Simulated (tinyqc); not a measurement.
Enthalpies against pressure: pressure-driven transition between two phases with analytic equations of state. Computed by tinyqc, a small Python program. Command: `OMP_NUM_THREADS=1 python tinyqc.py 3013018 3013019 out.jsonl transition walk`. One thread of a shared host (Intel(R) Xeon(R) Processor @ 2.30GHz), about 0.03 s of CPU time with the checks.

Each phase obeys E = E0 + (9 B0 V0/h^2) {1 + [h (1 - x) - 1] exp(h (1 - x))}, P = 3 B0 (1 - x) x^-2 exp(h (1 - x)), x = (V/V0)^(1/3), h = (3/2)(B' - 1); E0 = 0 for phase 1 and Delta E0 for phase 2. H = E + P V.

Inputs (values chosen for the exercise, for two model phases): volume V0 of phase 1 = 24.4 angstrom^3/atom; B0 of phase 1 = 89.8 GPa; B' of phase 1 = 3.95; volume V0 of phase 2 = 20.5 angstrom^3/atom; B0 of phase 2 = 109 GPa; B' of phase 2 = 3.96; energy of phase 2 above phase 1, Delta E0 = 0.055 eV/atom.

Equation of state: Vinet.

Constants: 1 eV/angstrom^3 = 160.2176634 GPa.

Method. Start from P = Delta E0/(V0 of phase 1 - V0 of phase 2); at each P solve P(V) = P for both phases and step P(new) = P - (H_2 - H_1)/(V_2 - V_1); stop when |H_2 - H_1| < 1e-10 eV. At the zero-temperature transition the volume change is V_2/V_1 - 1 and the work is P (V_1 - V_2). For each P solve P(V) = P in both phases.

transition pressure = 2.31373 GPa

V_1 at the transition = 23.8083 angstrom^3

V_2 at the transition = 20.0863 angstrom^3

Both phases:
```
P (GPa)  V_1 (angstrom^3)  V_2 (angstrom^3)  H_2 - H_1 (meV/atom)   stable
0.00               24.400            20.500                55.000  phase 1
0.58               24.245            20.392                40.968  phase 1
1.20               24.084            20.280                26.155  phase 1
1.70               23.958            20.192                14.342  phase 1
2.10               23.860            20.123                 4.975  phase 1
2.50               23.764            20.055                -4.320  phase 2
3.00               23.646            19.971               -15.840  phase 2
3.70               23.485            19.857               -31.792  phase 2
```

H_2 - H_1 changes with slope V_2 - V_1, from -3.900 to -3.628 angstrom^3 per atom over the table, and passes zero at 2.31 GPa. An error of 10 meV per atom in Delta E0 moves the transition by about 0.43 GPa.
